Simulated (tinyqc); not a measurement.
Hubbard ring of 6 sites, step by step. One step of it, computed by the program tinyqc.

Problem. Mean-field iteration 2. H(up) = T + U n(down), H(down) = T + U n(up); fill the lowest levels; n(new) = n + mixing (n(out) - n); E = tr T (rho up + rho down) + U sum n_up n_down of the output.

one-body matrix (hopping and site energies) (eV), lower triangle:
```
           1          2          3          4          5         6
1  -0.200000
2  -0.890000  -0.930000
3   0.000000  -0.890000  -0.300000
4   0.000000   0.000000  -0.890000  -0.710000
5   0.000000   0.000000   0.000000  -0.890000   0.950000
6  -0.890000   0.000000   0.000000   0.000000  -0.890000  0.570000
```

U = 8.000000 eV

electrons, up and down: 3  1

mixing = 1

n(up) after iteration 1: 1 0.658619, 2 0.536178, 3 0.624553, 4 0.561043, 5 0.368478, 6 0.251130

n(down) after iteration 1: 1 0.095908, 2 0.480736, 3 0.180434, 4 0.192824, 5 0.022179, 6 0.027920

Give: levels, up; levels, down; energy; n(up) after iteration 2; n(down) after iteration 2.

Solution.

levels, up (eV): -0.7534  -0.0695  0.5411  1.7391  2.3282  3.5945

levels, down (eV): 1.7694  2.6656  3.0309  4.6565  5.3207  5.9369

energy = -0.1165 eV

n(up) after iteration 2: 1 0.7080, 2 0.1654, 3 0.5384, 4 0.5387, 5 0.5185, 6 0.5310

n(down) after iteration 2: 1 0.0740, 2 0.0558, 3 0.0225, 4 0.0661, 5 0.1853, 6 0.5963
